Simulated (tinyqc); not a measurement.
# Van der Pauw, Hall and four-point-probe measurements on a doped layer, step by step

Program tinyqc, `OMP_NUM_THREADS=1 python tinyqc.py 2850214 2850215 out.jsonl`; Intel Xeon 2.30GHz, shared host, one thread, about 0.01 s. Printed values are rounded.

A uniform n-type layer with sheet resistance Rs = 1/(q ns mu), point contacts, low field (mu B small).

Values chosen for this exercise:
- ns = 1.8e14 cm^-2 (sheet density of the layer)
- mu = 310 cm^2/(V s) (drift mobility)
- rH = 1.18 (Hall factor)
- B = 2 T (magnetic field)
- I = 50 uA (current)
- ar = 1.7 (side ratio a/b of a rectangular sample with corner contacts)
- t = 260 nm (thickness of the layer)

Constants: q = 1.602176634e-19 C. Results are converted to the units shown.

## Resistances and Hall voltage

Rs = 1/(q ns mu). For a rectangle with contacts at the corners, RA = (8 Rs/pi) sum_(k>=0) ln coth((2k + 1) pi a/(2 b)) with current along a short side b and voltage along the opposite one, RB the same with a and b exchanged; Hall voltage VH = rH B I/(q ns), negative for electrons.

Rs = 111.8550 ohm/square
RA = 2.730229 ohm
RB = 92.79202 ohm
VH = -0.4091656 mV

RB/RA = 34.0; for a square both equal Rs ln 2/pi = 24.7 ohm.

## Starting value

z = 2 ln 2/(pi (RA + RB)), exact for RA = RB.

z at the start = 4.619565 mS

## Iteration 1: new z

The van der Pauw equation exp(-pi RA z) + exp(-pi RB z) = 1 is solved for z = 1/Rs: e1 = exp(-pi RA z), e2 = exp(-pi RB z), f = e1 + e2 - 1, f' = -pi (RA e1 + RB e2), z(new) = z - f/f'.

e1 = 0.9611515
e2 = 0.2601047
f = 0.2212562
f' = -0.08406840 kohm
z after iteration 1 = 7.251424 mS

## Iteration 2: new z

As before.

e1 = 0.9396974
e2 = 0.1207664
f = 0.06046382
f' = -0.04326523 kohm
z after iteration 2 = 8.648939 mS

## Course of the iteration

Stop when the step is below 1e-10 mS, or after 40 iterations.

Course of the iteration:
```
iteration  z before the step (mS)  step (mS)
1                        4.619565       2.63
2                        7.251424       1.40
3                        8.648939      0.282
4                        8.931085    9.05e-3
5                        8.940137    8.83e-6
6                        8.940146   8.39e-12
```

Converged in 6 iterations.

## Sheet density, mobility and bulk values

converged z = 8.940146 mS

Rs = 1/z; Hall sheet density B I/(q |VH|); Hall mobility |VH|/(Rs B I); true values ns = rH times the Hall density, mu = Hall mobility/rH; bulk density ns/t, resistivity Rs t; correction factor F = Rs/[(pi/ln 2)(RA + RB)/2].

Rs = 111.8550 ohm/square
Hall sheet density = 1.525424e14 cm^-2
Hall mobility = 365.8 cm^2/(V s)
ns = 1.8e14 cm^-2
mu = 310 cm^2/(V s)
bulk density = 6.923077e18 cm^-3
resistivity = 0.002908230 ohm cm
F = 0.5167214

Taking the mean of RA and RB without F would overstate Rs by 94 %.
